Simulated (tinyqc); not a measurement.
Nudged elastic band on a two-dimensional model surface: one step, computed by the program tinyqc.

V(x, y) = h u^2 + t x + (kappa/2)(y + c u)^2 with u = x^2/w^2 - 1; the path runs from the minimum near (-w, 0) to that near (w, 0).

Task: Stationary points. Newton steps x(new) = x - H^-1 grad V (moves limited to 0.3 angstrom) from (-w, 0), (w, 0) and (0, c) give the two minima and the saddle.

Inputs (values chosen for the exercise, for a model surface): height h = 0.51 eV; half width w = 0.99 angstrom; transverse stiffness kappa = 4.8 eV/angstrom^2; curvature c = 0.71 angstrom; tilt t = 0.084 eV/angstrom.

Surface: curved double well. Climbing image: off.

Give: positions; energies; barrier from the start.

Result:

positions (angstrom), rows start, end, saddle, columns x, y:
```
[[-1.0096, -0.0284],
 [0.9692, 0.0296],
 [0.0404, 0.7088]]
```

energies (eV): start -0.08399, end 0.08229, saddle 0.51170

barrier from the start = 0.59569 eV
